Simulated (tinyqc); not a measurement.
Square-lattice Ising model by mean field, Bethe lattice, transfer matrix, exact enumeration and Monte Carlo steps: one step, computed by the program tinyqc. Command: `OMP_NUM_THREADS=1 python tinyqc.py 3023698 3023699 out.jsonl ising walk`. One thread of a shared host (Intel(R) Xeon(R) Processor @ 2.30GHz), about 1 s of CPU time with the checks.

H = -J sum over nearest pairs s_i s_j, s = +-1, no field, periodic boundaries; energies per site are in J. As a lattice gas or an alloy, s marks which species holds the site.

Task: heat bath steps. h is the sum of the four neighbours. Set s = +1 if u < p = 1/(1 + exp(-2 K h)), else -1.

Inputs (values chosen for the exercise, for a model lattice): temperature T = 2670 K.

Monte Carlo rule: heat bath.

start configuration, 5 x 5, rows and columns numbered from 1:
```
   1   2   3   4   5
1  1   1   1   1   1
2  1   1  -1  -1   1
3  1   1   1  -1   1
4  1  -1  -1   1   1
5  1   1   1   1  -1
```

Random draws:
```
step  row  column       u
1       1       2  0.5994
2       2       3  0.3010
3       1       5  0.8580
4       3       1  0.8268
5       1       1  0.3725
6       3       5  0.8192
7       2       2  0.4460
8       4       3  0.3943
9       5       2  0.0612
10      2       4  0.5976
11      4       4  0.2755
12      5       1  0.1351
13      5       5  0.2534
14      3       1  0.6171
```

K = 0.2564294

Give: Steps; configuration after the steps.

Result:

Steps:
```
step  s before  h       p  s after
1            1  4  0.8861        1
2           -1  2  0.7361        1
3            1  2  0.7361       -1
4            1  4  0.8861        1
5            1  2  0.7361        1
6            1  2  0.7361       -1
7            1  4  0.8861        1
8           -1  2  0.7361        1
9            1  2  0.7361        1
10          -1  2  0.7361        1
11           1  2  0.7361        1
12           1  2  0.7361        1
13          -1  2  0.7361        1
14           1  2  0.7361        1
```

configuration after the steps:
```
   1   2  3   4   5
1  1   1  1   1  -1
2  1   1  1   1   1
3  1   1  1  -1  -1
4  1  -1  1   1   1
5  1   1  1   1   1
```

6 of the 14 steps changed a spin; the sum of spins went from 13 to 17.
